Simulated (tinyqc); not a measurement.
Small-signal admittance of a forward-biased p+-n diode: one step of the calculation.

Holes injected into a neutral base of width wb with an ohmic contact at its end; low injection, p0 far above the equilibrium density. A small voltage v exp(i w t), w = 2 pi f, modulates the edge density by p0 v/Vt, and the small-signal density obeys Dp d2p/dx2 = (1/tau + i w) p.

Task. The same by finite differences. 8 equal intervals, h = wb/8; u = small-signal density over its edge value, u_0 = 1, u_8 = 0; u_(i-1) + b u_i + u_(i+1) = 0 with b = -2 - h^2 (1/tau + i w)/Dp; Y = (q Dp p0/(Vt h)) (-b/2 - u_1), which includes the half box at the edge.

Inputs (values chosen for the exercise); permittivity close to that of gallium arsenide: temperature T = 300 K; hole diffusion coefficient Dp = 7 cm^2/s; hole lifetime tau = 7e-8 s; width of the neutral base wb = 9.8 um; excess hole density at the junction edge p0 = 2.3e15 cm^-3; signal frequency f = 2.6e6 Hz.

Constants: q = 1.602176634e-19 C, kB = 1.380649e-23 J/K, Vt = kB T/q. Results are converted to the units shown.

Wanted: b; u; Y on the mesh.

Result.

b = -2.0306-0.0350i
u, node 1 to 7: 0.80889-0.05667i  0.64454-0.08674i  0.50296-0.09690i  0.38019-0.09241i  0.27229-0.07744i  0.17544-0.05530i  0.08590-0.02872i
Y on the mesh = 168.14+60.42i S/cm^2

Computed by the program tinyqc: `OMP_NUM_THREADS=1 python tinyqc.py 2890223 2890224 out.jsonl`, one thread of a shared Intel Xeon 2.30GHz, about 0.01 s for the whole run.
